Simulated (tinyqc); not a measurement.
# From one set of inputs to another, one input at a time

Model: out-diffusion of a doped substrate or buried layer into a growing epitaxial film. Computed by tinyqc, a small Python program. Command: `OMP_NUM_THREADS=1 python tinyqc.py 3017908 3017909 out.jsonl buried ladder`. One thread of a shared host (Intel(R) Xeon(R) Processor @ 2.30GHz), about 0.01 s of CPU time with the checks.

x is counted from the original substrate surface into the film, whose surface moves as x = v t. Substrate dopant has one diffusivity; the dopant of the film is taken as uniform.

The inputs printed are set A. Set A is modelled on arsenic in silicon; the values taken over come from a set modelled on boron in silicon. Inputs not listed in the table keep their values of set A, so the rows need not describe a real material.

Inputs (values chosen for the exercise, modelled on arsenic in silicon):
```
quantity                                            value    unit
prefactor D0                                         8.37  cm^2/s
activation energy E                                     4      eV
substrate concentration C_s                         2e+18  1/cm^3
film doping C_e                                   1.1e+15  1/cm^3
growth rate v                                       0.084  um/min
film thickness d                                      1.3      um
growth temperature T                                 1150       C
autodoping level at the start, as a share of C_s    4e-05       -
decay length of autodoping                           0.59      um
later thermal budget (Dt)2                        1.9e-12    cm^2
```

Film doping: opposite type.

Constants: k_B = 8.617333262e-05 eV/K.

Method:
- D = D0 exp(-E/(k_B T)); growth time t = d/v; l = 2 sqrt(D t); growth number G = v t/l = d/l; 1 um = 1e-4 cm.
- Temperatures in kelvin are T(C) + 273.15.
- After growth and the later budget: l2 = 2 sqrt(D t + (Dt)2); C(x) = (C_s/2) erfc(x/l2) + share x C_s exp(-x/decay length) for x > 0 (autodoping taken as unchanged by the later budget). The transition x_t solves C(x) = C_e, the metallurgical junction.
- Usable film = d - x_t. Also give x_t for the erfc term alone, after growth and after the later budget.

Each row keeps all changes above it:
```
input moved                                            from           to  x_t after the later budget, erfc alone (um)  x_t with autodoping (um)  growth number G
set A                                                     -            -                                       0.3424                    0.3436             8.92
film thickness d (um)                                   1.3          1.6                                       0.3786                    0.3799             9.89
decay length of autodoping (um)                        0.59         0.37                                       0.3786                    0.3795             9.89
prefactor D0 (cm^2/s) and activation energy E (eV)  8.37, 4  0.933, 3.51                                       0.9210                    0.9214             4.02
growth temperature T (C)                               1150         1025                                       0.2402                    0.2410            15.94
substrate concentration C_s (1/cm^3)                  2e+18      8.6e+18                                       0.2691                    0.2721            15.94
film doping C_e (1/cm^3)                            1.1e+15      1.4e+16                                       0.2166                    0.2169            15.94
```

Which inputs carry the difference?

x_t after the later budget, erfc alone goes from 0.342 to 0.217, a factor 0.632 in all. The largest single move comes from growth temperature T (a factor 0.261), and prefactor D0 with activation energy E works against it (a factor 2.43). x_t with autodoping goes from 0.344 to 0.217, a factor 0.631 in all. The largest single move comes from growth temperature T (a factor 0.262), and prefactor D0 with activation energy E works against it (a factor 2.43). Growth number G goes from 8.92 to 15.9, a factor 1.79 in all. The largest single move comes from growth temperature T (a factor 3.97), and prefactor D0 with activation energy E works against it (a factor 0.406). The single moves hold for this order of the switches; the total does not depend on the order.

Caution (rows substrate concentration C_s, film doping C_e): the substrate doping is comparable to or above the intrinsic density at growth temperature, so the diffusivity may be higher on that side.

Extremes, crossings and ranges named in words are read from the listed rows.
